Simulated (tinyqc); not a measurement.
Changing the specularity p: size effects in the resistivity of thin metal films and interconnect lines. Computed by tinyqc, a small Python program. Command: `OMP_NUM_THREADS=1 python tinyqc.py 3012970 3012971 out.jsonl size sweep`. One thread of a shared host (Intel(R) Xeon(R) Processor @ 2.30GHz), about 0.01 s of CPU time with the checks.

Electrons lose their drift at surfaces (a share 1 - p of the hits) and at grain boundaries (reflection R), besides bulk scattering. The line sits in a trench with a non-conducting liner on both walls and the bottom; the spacing equals the drawn width.

Inputs (values chosen for the exercise, modelled on copper): bulk resistivity rho_b = 1.71 microohm cm; bulk mean free path lambda = 41.9 nm; grain-boundary reflection R = 0.55; drawn line width w = 35 nm; grain size over metal width = 0.83; aspect ratio (height over width) = 2.8; liner thickness t = 0.3 nm; line length = 6.6 micrometre; permittivity of the dielectric k = 3.4.

Geometry: line.

Constants: eps_0 = 8.8541878128e-12 F/m.

Method:
- Metal width w_m = w - 2t, height h_m = (aspect ratio) w - t, grain size D = (ratio) w_m.
- Mayadas-Shatzkes: alpha = (lambda/D) R/(1 - R); rho_b/rho = 1 - 3 alpha/2 + 3 alpha^2 - 3 alpha^3 ln(1 + 1/alpha).
- Fuchs-Sondheimer film: rho_b/rho = 1 - (3/(2 kappa))(1 - p) int_0^1 (s - s^3)(1 - exp(-kappa/s))/(1 - p exp(-kappa/s)) ds, f = rho/rho_b, kappa = thickness/lambda, 80 Gauss-Legendre points.
- Line: the excess of a film of thickness w_m and of a film of thickness h_m are added, rho/rho_b = 1 + (f(w_m) - 1) + (f(h_m) - 1), an estimate that holds best when both sides exceed lambda.
- Total: rho = rho_b [1 + surface excess + grain excess]; resistance per length rho/(w_m h_m); capacitance per length C = 2 k eps_0 (aspect ratio + 1/2), a parallel-plate estimate for two neighbours plus a fixed term for the planes above and below; delay 0.38 R C L^2; effective resistivity per drawn area.

One run for each value:
```
specularity p  resistivity rho (microohm cm)  rho/rho_b from surfaces
0.00                                  7.1734                   1.7516
0.15                                  6.9430                   1.6169
0.30                                  6.7287                   1.4916
0.45                                  6.5284                   1.3744
0.60                                  6.3405                   1.2645
0.75                                  6.1633                   1.1609
0.90                                  5.9954                   1.0627
0.99                                  5.8987                   1.0062
```

What does the table show, and why?

Over the rows, resistivity rho (microohm cm) falls from 7.17 to 5.90; rho/rho_b from surfaces falls from 1.75 to 1.01. Even nearly specular surfaces leave rho at 3.45 times the bulk value, the grain-boundary part.

Extremes, crossings and ranges named in words are read from the listed rows.
